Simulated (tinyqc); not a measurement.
Raising the sheet density: inversion layer as a triangular well, valleys of the Ge type.

Four ellipsoidal valleys (eight halves) with their long axes along <111>, mass ml along the axis and mt across it. For a valley whose axis makes the angle theta with the surface normal, 1/m_z = cos^2(theta)/ml + sin^2(theta)/mt sets the confinement; in the plane the masses are m_1 = mt and m_2 = ml mt/m_z, and m_d = sqrt(m_1 m_2). The Gamma and Delta valleys are left out; the heavy Delta valleys, about 0.18 eV up, can lie lowest under strong confinement.

The field is taken as constant, e F = 4 pi (e^2/4 pi eps0)(Nd + eta Ns)/eps, with 1e12/cm^2 = 1e-4/angstrom^2, and the oxide as a hard wall at z = 0; c = hbar^2/2m0.

Level j of a valley lies at E_j = a_j (c (e F)^2/m_z)^(1/3) above the band edge at the surface, with the Airy zeros a_j = 2.338107, 4.087949, 5.520560, 6.786708, 7.944134, 9.022651, 10.040174, 11.008524, 11.936016, 12.828777, and has <z> = 2 E_j/(3 e F).

Subband i holds n_i = g m_d/(2 pi c) kB T ln(1 + exp((EF - E_i)/kB T)) (spin included), and EF is fixed by sum n_i = Ns over the levels listed or, where none are listed, over j = 0 to 9 of each group; 1e12/cm^2 = 1e-4/angstrom^2.

Constants: hbar^2/2m0 = 3.80998211 eV angstrom^2; e^2/(4 pi eps0) = 14.39964547 eV angstrom; kB = 8.617333262e-05 eV/K.

Parameters, chosen for this exercise (near those of Ge; not measured data):
```
symbol  value                unit         meaning
ml      1.604                m0           longitudinal mass
mt      0.082                m0           transverse mass
eps     15.9                              dielectric constant
Nd      0.15                 x 1e12/cm^2  depletion charge
eta     0.75                              share of Ns in the effective field
face    110                               surface
T       300                  K            temperature
Nss     (1, 2, 3, 5, 8, 12)  x 1e12/cm^2  sheet densities
```

Valleys (masses in m0):
```
valleys g  cos^2(theta)      m_z      m_1      m_2      m_d
2               0.66667  0.22318  0.08200  0.58933  0.21983
2               0.00000  0.08200  0.08200  1.60400  0.36267
```

The field, the ladders and EF anew for each Ns.

Results:
```
Ns (1e12/cm^2)  F (MV/cm)  lowest E (eV)  next - lowest (meV)  EF - lowest (meV)  share of lowest (%)  <z> (angstrom)
1.0                 0.102         0.0612                 24.2              -56.4                 50.7            51.9
2.0                 0.188         0.0916                 36.3              -30.1                 64.5            38.2
3.0                 0.273         0.1176                 46.6              -14.0                 72.6            32.3
5.0                 0.444         0.1626                 64.4                8.1                 82.0            26.3
8.0                 0.700         0.2203                 87.3               32.1                 88.7            21.9
12.0                1.041         0.2871                113.7               58.0                 92.8            18.9
```

How do the results move, and what explains it?

Levels scale as F^(2/3): the field grows by 10.17 and the lowest level by 4.69. The layer thins from 51.9 to 18.9 angstrom. EF passes the lowest edge between 3 and 5 e12/cm^2. The share of the lowest subband rises throughout: the spacing grows faster than the band fills. From 8 e12/cm^2 on the lowest level exceeds 0.2 eV, where the Delta valleys, about 0.18 eV up in the bulk and with a confinement energy of their own, begin to come within reach.

Program tinyqc; command `OMP_NUM_THREADS=1 python tinyqc.py 1282222 1282223 out.jsonl`; about 0.03 s on one thread of a shared Intel(R) Xeon(R) Processor @ 2.30GHz.
